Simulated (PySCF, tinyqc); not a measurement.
Inside a calculation. Method: RHF in the sto-3g basis, for BeH+, spin multiplicity 1. The lowest restricted solution is unstable here: a spin-polarised one lies 0.0238 hartree lower (PySCF). One step of it, computed by the program tinyqc.

Question. Iteration 2: building the Fock matrix. J_ij = sum D_kl (ij|kl), K_ij = sum D_kl (ik|jl); F = H + J - 0.5 K; E = tr D H + tr D J / 2 - 0.25 tr D K + E_nn.

D after iteration 1, order 1Be 1s, 1Be 2s, 1Be 2px, 1Be 2py, 1Be 2pz, 2H 1s:
```
[[2.015789, -0.031691, 0.000000, 0.000000, -0.004208, 0.006112],
 [-0.031691, 0.000498, 0.000000, 0.000000, 0.000066, -0.000096],
 [0.000000, 0.000000, 1.517892, -0.855446, 0.000000, 0.000000],
 [0.000000, 0.000000, -0.855446, 0.482108, 0.000000, 0.000000],
 [-0.004208, 0.000066, 0.000000, 0.000000, 0.000009, -0.000013],
 [0.006112, -0.000096, 0.000000, 0.000000, -0.000013, 0.000019]]
```

core Hamiltonian H = T + V (hartree), order 1Be 1s, 1Be 2s, 1Be 2px, 1Be 2py, 1Be 2pz, 2H 1s:
```
[[-8.128698, -2.000143, 0.000000, 0.000000, -0.007897, -0.119096],
 [-2.000143, -2.361624, 0.000000, 0.000000, -0.081911, -0.484802],
 [0.000000, 0.000000, -1.875589, 0.000000, 0.000000, 0.000000],
 [0.000000, 0.000000, 0.000000, -1.875589, 0.000000, 0.000000],
 [-0.007897, -0.081911, 0.000000, 0.000000, -1.929048, -0.602647],
 [-0.119096, -0.484802, 0.000000, 0.000000, -0.602647, -1.512556]]
```

Two-electron integrals (ij|kl) in chemists' order, unique and non-zero (hartree):
```
(11|11) 2.298831   (21|11) 0.392036   (21|21) 0.079539   (22|11) 0.570988
(22|21) 0.143041   (22|22) 0.417683   (31|31) 0.014607   (32|31) 0.021888
(32|32) 0.092265   (33|11) 0.569578   (33|21) 0.143083   (33|22) 0.417589
(33|33) 0.449859   (41|41) 0.014607   (42|41) 0.021888   (42|42) 0.092265
(43|43) 0.024249   (44|11) 0.569578   (44|21) 0.143083   (44|22) 0.417589
(44|33) 0.401360   (44|44) 0.449859   (51|51) 0.014607   (52|51) 0.021888
(52|52) 0.092265   (53|53) 0.024249   (54|54) 0.024249   (55|11) 0.569578
(55|21) 0.143083   (55|22) 0.417589   (55|33) 0.401360   (55|44) 0.401360
(55|55) 0.449859   (61|11) 0.022490   (61|21) 0.004568   (61|22) 0.008314
(61|33) 0.008260   (61|44) 0.008260   (61|51) 0.000435   (61|52) 0.000818
(61|55) 0.008427   (61|61) 0.000277   (62|11) 0.085852   (62|21) 0.021989
(62|22) 0.074470   (62|33) 0.071349   (62|44) 0.071349   (62|51) 0.002778
(62|52) 0.019991   (62|55) 0.080631   (62|61) 0.001407   (62|62) 0.024602
(63|31) 0.001540   (63|32) 0.008166   (63|53) 0.003064   (63|63) 0.001645
(64|41) 0.001540   (64|42) 0.008166   (64|54) 0.003064   (64|64) 0.001645
(65|11) 0.105770   (65|21) 0.027309   (65|22) 0.095954   (65|33) 0.090592
(65|44) 0.090592   (65|51) 0.004309   (65|52) 0.030437   (65|55) 0.106567
(65|61) 0.001790   (65|62) 0.035080   (65|65) 0.050665   (66|11) 0.261467
(66|21) 0.067833   (66|22) 0.256548   (66|33) 0.240983   (66|44) 0.240983
(66|51) 0.007840   (66|52) 0.077215   (66|55) 0.287250   (66|61) 0.004335
(66|62) 0.118498   (66|65) 0.175926   (66|66) 0.774606
```

nuclear repulsion = 1.04632172 hartree

Give: Coulomb J; exchange K; Fock matrix F; total energy of this density.

Answer.

Coulomb J (hartree), order 1Be 1s, 1Be 2s, 1Be 2px, 1Be 2py, 1Be 2pz, 2H 1s:
```
[[5.749, 1.072, 0.000, 0.000, 0.000, 0.062],
 [1.072, 1.977, 0.000, 0.000, 0.000, 0.314],
 [0.000, 0.000, 2.016, -0.041, 0.000, 0.000],
 [0.000, 0.000, -0.041, 1.965, 0.000, 0.000],
 [0.000, 0.000, 0.000, 0.000, 1.942, 0.393],
 [0.062, 0.314, 0.000, 0.000, 0.393, 1.005]]
```

exchange K (hartree), order 1Be 1s, 1Be 2s, 1Be 2px, 1Be 2py, 1Be 2pz, 2H 1s:
```
[[4.639, 0.814, 0.000, 0.000, -0.002, 0.047],
 [0.814, 0.336, 0.000, 0.000, 0.000, 0.025],
 [0.000, 0.000, 0.723, -0.364, 0.000, 0.000],
 [0.000, 0.000, -0.364, 0.282, 0.000, 0.000],
 [-0.002, 0.000, 0.000, 0.000, 0.077, 0.007],
 [0.047, 0.025, 0.000, 0.000, 0.007, 0.004]]
```

Fock matrix F (hartree), order 1Be 1s, 1Be 2s, 1Be 2px, 1Be 2py, 1Be 2pz, 2H 1s:
```
[[-4.699, -1.336, 0.000, 0.000, -0.007, -0.081],
 [-1.336, -0.552, 0.000, 0.000, -0.082, -0.183],
 [0.000, 0.000, -0.221, 0.141, 0.000, 0.000],
 [0.000, 0.000, 0.141, -0.051, 0.000, 0.000],
 [-0.007, -0.082, 0.000, 0.000, -0.025, -0.213],
 [-0.081, -0.183, 0.000, 0.000, -0.213, -0.510]]
```

total energy of this density = -13.95498 hartree
